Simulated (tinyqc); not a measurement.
Double-gate transistor, scale length and short-channel effects: one step of the calculation.

A body of thickness ts between two insulators of thickness ti and two tied gates. Below threshold the potential that source and drain add obeys Laplace's equation and vanishes on the gate. Its lowest mode decays along the channel as exp(-k y); k is the smallest positive root of the matching condition at the interface, and the scale length is Lambda = pi/k.

Task. Threshold shift, barrier position and swing. Along the channel psi(y) = s + a exp(y/l) + b exp(-y/l) with psi(0) = Vbi, psi(L) = Vbi + Vds and l = 1/k = Lambda/pi; with A = Vbi - s, B = A + Vds, x = exp(-L/l): a = (B - A x) x/(1 - x^2), b = (A - B x)/(1 - x^2). The minimum is s + 2 sqrt(a b), at y = (l/2) ln(b/a). The long-channel potential follows the gate as s = sT + (Vg - VTL)/m, and the threshold VT is the gate voltage at which the minimum equals sT. Swing = m Vt ln 10/g at threshold, g = d(minimum)/ds = 1 - (b x + a)/((1 + x) sqrt(a b)).

Inputs (values chosen for the exercise); permittivities: semiconductor close to that of silicon, insulator close to that of hafnium oxide:
- T = 293 K (temperature)
- L = 35 nm (channel length)
- Vbi = 0.86 V (potential of the source)
- sT = 0.49 V (potential of the barrier top at threshold)
- VTL = 0.46 V (long-channel threshold)
- m = 1 (long-channel body factor)
- Vds = 0.7 V (drain voltage)

Constants: q = 1.602176634e-19 C, kB = 1.380649e-23 J/K, Vt = kB T/q. Results are converted to the units shown.

l = 4.3169541 nm

Wanted: s at threshold; a; b; position of the minimum; VT; swing.

Result.

s at threshold = 0.46727 V
a = 3.2915e-4 V
b = 0.39240 V
position of the minimum = 15.290 nm
VT = 0.43727 V
swing = 60.519 mV/decade

The threshold lies 22.7 mV below the long-channel value, and the barrier top sits at 0.44 L from the source.

Numbers from tinyqc (`OMP_NUM_THREADS=1 python tinyqc.py 2420170 2420171 out.jsonl`; about 0.01 s on one thread of a shared Intel Xeon 2.30GHz).
